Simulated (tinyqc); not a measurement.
Worked calculation: RKS/B3LYP (VWN-RPA form) in the 3-21g basis, for H3+, spin multiplicity 1. One step of it, computed by the program tinyqc.

Problem. Orthogonalisation. S = U s U^T; canonical form X = U s^(-1/2), so that X^T S X = 1. Each column of U has its largest component positive (the first on a tie).

overlap S, order 1H 1s, 1H 2s, 2H 1s, 2H 2s, 3H 1s, 3H 2s:
```
[[1.000000, 0.645899, 0.037767, 0.207619, 0.037730, 0.207545],
 [0.645899, 1.000000, 0.207619, 0.502722, 0.207545, 0.502613],
 [0.037767, 0.207619, 1.000000, 0.645899, 0.037730, 0.207545],
 [0.207619, 0.502722, 0.645899, 1.000000, 0.207545, 0.502613],
 [0.037730, 0.207545, 0.037730, 0.207545, 1.000000, 0.645899],
 [0.207545, 0.502613, 0.207545, 0.502613, 0.645899, 1.000000]]
```

Give: eigenvalues of S; X.

Solution.

eigenvalues of S: [0.2336, 0.2337, 0.3820, 1.2259, 1.2260, 2.6988]

X, order 1H 1s, 1H 2s, 2H 1s, 2H 2s, 3H 1s, 3H 2s:
```
[[-0.7541, 0.4354, 0.7819, 0.5473, -0.3159, 0.1923],
 [1.2536, -0.7237, -0.5111, 0.3292, -0.1901, 0.2942],
 [0.7541, 0.4354, 0.7819, -0.5473, -0.3159, 0.1923],
 [-1.2536, -0.7237, -0.5111, -0.3292, -0.1901, 0.2942],
 [0.0000, -0.8708, 0.7820, 0.0000, 0.6319, 0.1923],
 [0.0000, 1.4473, -0.5111, 0.0000, 0.3802, 0.2942]]
```
